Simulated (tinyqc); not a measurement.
Worked calculation: sp3 tight binding, zinc-blende lattice. One step of it, computed by the program tinyqc.

Question. Bloch Hamiltonian at X. Slater-Koster rules over the four bonds with direction cosines (l, m, n): ss V_ss; s-px l V_sp; px-s -l V_sp; px-px l^2 V_pps + (1 - l^2) V_ppp; px-py l m (V_pps - V_ppp); each times exp(i k.d).

Parameters chosen for this model: zinc-blende lattice, anion at 0, cation at a/4 (1,1,1); V = eta hbar^2 / (m d^2), hbar^2/m = 7.619964 eV angstrom^2:
```
parameter          value      unit
a               4.830000  angstrom
d               2.091451  angstrom
Es anion      -14.830000        eV
Ep anion       -8.510000        eV
Es cation     -10.000000        eV
Ep cation      -5.990000        eV
eta ss         -1.320000
eta sp          1.420000
eta pp sigma    2.220000
eta pp pi      -0.630000
V ss           -2.299489        eV
V sp            2.473693        eV
V pp sigma      3.867322        eV
V pp pi        -1.097483        eV
```

k point X (2 pi / a): [1, 0, 0]

Give: H(k) at X.

Answer.

H(k) at X (eV), order a s, a px, a py, a pz, c s, c px, c py, c pz:
```
[[-14.830, 0.000, 0.000, 0.000, 0.000, 0.000+5.713i, 0.000, 0.000],
 [0.000, -8.510, 0.000, 0.000, 0.000-5.713i, 0.000, 0.000, 0.000],
 [0.000, 0.000, -8.510, 0.000, 0.000, 0.000, 0.000, 0.000+6.620i],
 [0.000, 0.000, 0.000, -8.510, 0.000, 0.000, 0.000+6.620i, 0.000],
 [0.000, 0.000+5.713i, 0.000, 0.000, -10.000, 0.000, 0.000, 0.000],
 [0.000-5.713i, 0.000, 0.000, 0.000, 0.000, -5.990, 0.000, 0.000],
 [0.000, 0.000, 0.000, 0.000-6.620i, 0.000, 0.000, -5.990, 0.000],
 [0.000, 0.000, 0.000-6.620i, 0.000, 0.000, 0.000, 0.000, -5.990]]
```
